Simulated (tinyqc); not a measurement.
What each parameter does: band offset of a heterojunction with an interface dipole (two-band chains, self-consistent charge).

Sites alternate A, C. Left: A at -G1/2, C at +G1/2, hopping -t1; right: A at D - G2/2, C at D + G2/2, hopping -t2; the bonds across the two interfaces of a ring (C left to A right, C right to A left) have -sqrt(t1 t2). D is the offset of the mid-gaps, so Ev(right) - Ev(left) = D - (G2 - G1)/2 and Ec(right) - Ec(left) = D + (G2 - G1)/2. The closing bond has its sign reversed (antiperiodic ring). Half the levels are filled with two electrons each. The charge moved is q = (electrons on the left) less one a site; the mean over the two interfaces, q/2, is taken as the charge that crosses each, and its dipole opposes the offset: D = D0 - u q/2.

From here on the ring has 24 cells a side.

Values chosen for the exercise (gaps near those of SiC and SiO2; the chains and D0 are free models, so the offsets are not those of the real pair; the results hold for these values, not for the real material): G1 = 3.15 eV (gap on the left); G2 = 8.67 eV (gap on the right); t1 = 2.6 eV (hopping on the left); t2 = 1.73 eV (hopping on the right); D0 = -1.23 eV (mid-gap of the right side above that of the left, without dipole); u = 4.9 eV (potential step per electron moved across).

Self-consistent D by bisection, q there, and the two offsets. Each row changes one parameter from the base and keeps the others.

Results:
```
case             D (eV)        q  valence offset (eV)  conduction offset (eV)
base            -1.0731  -0.0640              -3.8331                  1.6869
G1 = 3.622 eV   -1.0809  -0.0609              -3.6049                  1.4431
G2 = 9.97 eV    -1.0993  -0.0534              -4.5093                  2.3107
t1 = 2.99 eV    -1.0685  -0.0659              -3.8285                  1.6915
t2 = 1.989 eV   -1.0641  -0.0677              -3.8241                  1.6959
D0 = -1.414 eV  -1.2322  -0.0742              -3.9922                  1.5278
u = 5.635 eV    -1.0531  -0.0628              -3.8131                  1.7069
```

The largest shifts from the base row, up to three for each result and ties (the steps differ in size, so this ranks the rows, not the parameters). D (eV): D0 -0.1591, G2 -0.0262, u +0.0200. q: G2 +0.0107, D0 -0.0102, t2 -0.0037. valence offset (eV): G2 -0.6762, G1 +0.2282, D0 -0.1591. conduction offset (eV): G2 +0.6238, G1 -0.2438, D0 -0.1591.

tinyqc: `OMP_NUM_THREADS=1 python tinyqc.py 1451488 1451489 out.jsonl`; about 0.4 s, one thread, shared Intel(R) Xeon(R) Processor @ 2.30GHz.
